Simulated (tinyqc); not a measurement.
Microkinetic model of low-temperature epitaxy from hydride gases: adsorption, hydrogen desorption and rate control: one step, computed by the program tinyqc.

Each hydride molecule needs two free sites and leaves four hydrogen atoms, of which two leave at once as H2; theta is the hydrogen coverage, the site density is 6.78 per nm^2 and one layer is 1.358 angstrom thick.

Problem. Coverage and growth rate. With k the hydride and k_H the hydrogen adsorption rate on free pairs and k_d the desorption rate, steady state: 2 (k + k_H)(1 - theta)^2 = k_d theta; growth rate R = k (1 - theta)^2 layers/s; 1 layer/s = 8.148 nm/min. With c = 2 (k + k_H)/k_d the free share is 1 - theta = 2/(1 + sqrt(1 + 4c)).

Inputs (values chosen for the exercise, close to those used for silane on Si(001)): temperature T = 630 C.

Film: silicon. Order of hydrogen desorption: first.

k = 0.06462404 1/s

k_H = 0 1/s

k_d = 2.472502 1/s

Give: c; hydrogen coverage theta; growth rate R in layers; growth rate G.

Solution.

c = 0.05227

hydrogen coverage theta = 0.04743

growth rate R in layers = 0.05864 layers/s

growth rate G = 0.4778 nm/min

The surface is mostly bare: the arrival of hydride limits growth.
